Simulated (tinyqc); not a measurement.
Mass and degeneracy from charge and saturation current.

Question. At high drain voltage only states moving towards the drain are filled: n = (N0/2) F_0(eta), N0 = gv m kB T/(pi hbar^2), F_0(x) = ln(1 + exp x), and I = q (N0/2) vT F_(1/2)(eta) per width, vT = sqrt(2 kB T/(pi m)), F_(1/2)(x) = (2/sqrt(pi)) int_0^infinity u^(1/2)/(1 + exp(u - x)) du. Find eta and m.

Inputs (values chosen for the exercise): temperature T = 150 K; valley degeneracy gv = 1.

Constants: q = 1.602176634e-19 C, kB = 1.380649e-23 J/K, hbar = 1.054571817e-34 J s, m0 = 9.1093837015e-31 kg. Results are converted to the units shown.

n = 9.3518136e10 cm^-2
I = 30.515668 uA/um

Answer. The mass drops out of I^2/(q^2 n) = gv (kB T)^2 F_(1/2)^2/(pi^2 hbar^2 F_0), which rises with eta and so fixes it; n then gives m.

eta = 0.1900
m = 0.04370 m0

Numbers from tinyqc (`OMP_NUM_THREADS=1 python tinyqc.py 2400078 2400079 out.jsonl`; about 0.01 s on one thread of a shared Intel Xeon 2.30GHz).
